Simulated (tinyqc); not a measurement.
# Coupling and phonon occupation from the scattering functions

Inverse problem. A level coupled to a phonon of energy w0 has, in the self-consistent Born approximation, Sin(E) = M^2 [(Nq + 1) Gn(E + w0) + Nq Gn(E - w0)], Sout(E) = M^2 [(Nq + 1) Gp(E - w0) + Nq Gp(E + w0)]. Find M, Nq and, from Nq = 1/(exp(w0/kB T) - 1), the phonon temperature.

Inputs (values chosen for the exercise): phonon energy w0 = 50 meV.

Constants: q = 1.602176634e-19 C, kB = 1.380649e-23 J/K. Results are converted to the units shown.

Gn at E - w0 and E + w0 (1/meV): 0.0081771010  5.3532284e-5
Gp at E - w0 and E + w0 (1/meV): 0.0036427675  0.0019341388
Sin and Sout at E (meV): 0.027732546  0.45517691

Answer. Both equations are linear in M^2 and M^2 Nq.

M = 11.0 meV
Nq = 0.0213
T = 150 K

Computed by the program tinyqc: `OMP_NUM_THREADS=1 python tinyqc.py 2720004 2720005 out.jsonl`, one thread of a shared Intel Xeon 2.30GHz, about 0.04 s for the whole run.
